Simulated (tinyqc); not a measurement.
# Electron-beam lithography: double-Gaussian proximity function, edge placement and dose correction for parallel lines, step by step

A worked calculation. Computed by tinyqc, a small Python program that keeps every step. Command: `OMP_NUM_THREADS=1 python tinyqc.py 3113067 3113068 out.jsonl proximity walk`. One thread of a shared host (Intel(R) Xeon(R) Processor @ 2.30GHz), about 0.01 s of CPU time with the checks. Intermediate numbers are printed to about 6 digits and carried at full precision; extremes and crossings named in words are read from the listed rows.

Lines are infinitely long. Absorbed energy is counted so that the middle of a very large area written at dose 1 receives 1; the resist develops where it exceeds 1/2.

Inputs (values chosen for the exercise, of the order of those for 50 keV electrons in resist on silicon):

| quantity | value | unit |
|---|---|---|
| forward range alpha | 0.0095 | micrometre |
| backscatter range beta | 9.6 | micrometre |
| backscatter ratio eta | 0.77 | - |
| base dose D0 | 500 | microcoulomb/cm^2 |
| beam current | 0.47 | nA |
| pixel size | 4 | nm |
| width of the test line | 0.24 | micrometre |
| pattern density around the test line | 0.44 | - |

line widths (micrometre): 7.8  0.042  0.047  5.7

gaps between the lines (micrometre): 5.8  3  0.89

Constants: e = 1.602176634e-19 C.

## Layout

The first line starts at x = 0; each next one starts after the width and the gap.

Lines (micrometre):

| line | left edge | right edge | centre |
|---|---|---|---|
| 1 | 0.000 | 7.800 | 3.9000 |
| 2 | 13.600 | 13.642 | 13.6210 |
| 3 | 16.642 | 16.689 | 16.6655 |
| 4 | 17.579 | 23.279 | 20.4290 |

## Interaction matrix

f(r) = [exp(-r^2/alpha^2)/alpha^2 + eta exp(-r^2/beta^2)/beta^2]/(pi (1 + eta)). A line from a to b at dose d gives E(x) = d [S(alpha) + eta S(beta)]/(1 + eta), S(s) = [erf((b - x)/s) - erf((a - x)/s)]/2. M_ij is the mean of E at the two edges of line i from line j at dose 1.

M:
```
          1         2         3         4
1  0.445505  0.000443  0.000286  0.014803
2  0.075339  0.283560  0.001087  0.088102
3  0.038601  0.000971  0.283687  0.122465
4  0.017627  0.000648  0.000969  0.412759
```

## Dose correction

Uncorrected edge energies are M 1. Solve M d = 1/2 for the doses d that put the mean edge energy of every line at the threshold.

edge energies at dose 1: 1 0.461037, 2 0.448088, 3 0.445725, 4 0.432004

corrected doses: 1 1.08193, 2 1.11092, 3 1.11037, 4 1.16080

largest over smallest dose = 1.07290

Line 4 needs the most and line 1 the least; a narrow isolated line much wider than alpha would need 1 + eta = 1.77.

## Printed widths

Edges are the roots of E(x) = 1/2 between a line centre and the middle of the next gap. Three cases: dose 1 everywhere; one common dose equal to the mean of d; the corrected doses.

Width error, printed less drawn (nm):

| line | drawn width (nm) | dose 1 | mean dose | corrected |
|---|---|---|---|---|
| 1 | 7800 | -2.33766 | 0.777288 | 1.13e-04 |
| 2 | 42 | -3.12224 | 0.003714 | 0 |
| 3 | 47 | -3.26714 | -0.137148 | 0 |
| 4 | 5700 | -4.12382 | -0.957263 | 1.06e-04 |

With the common mean dose the errors span 1.7 nm. With corrected doses the largest error is below 0.01 nm.

## Dose to size and latitude

A test line of width w << beta in surroundings of density rho, all at dose d: near its edge E(x) = d [S + eta rho]/(1 + eta), S = [erf((b - x)/alpha) - erf((a - x)/alpha)]/2 for edges a and b, the second term being the background energy. Dose to size d_s = (1 + eta)/(erf(w/alpha) + 2 eta rho), dose = d_s D0; edge slope d [1 - exp(-w^2/alpha^2)]/(sqrt(pi) alpha (1 + eta)); width change per 1 % of dose = 2 x 0.01 x (1/2)/slope.

dose to size d_s = 1.05508

dose = 527.539 microcoulomb/cm^2

edge slope = 0.0354008 1/nm

width change per 1 % of dose = 0.282480 nm

background energy = 0.201955

The background supplies 40 % of the threshold.

## Shot noise and writing time

With dose = d_s D0: electrons per pixel N = dose x pixel area/e; relative noise 1/sqrt(N); time per cm^2 of pattern area = dose x density/current; pixel rate = current/(dose x pixel area).

electrons per pixel = 526.823

shot noise = 4.35680 %

writing time per cm^2 = 137.185 h

pixel rate = 5.56831 MHz

Checks made by the program: corrected edge energies (relative difference below 1e-10).
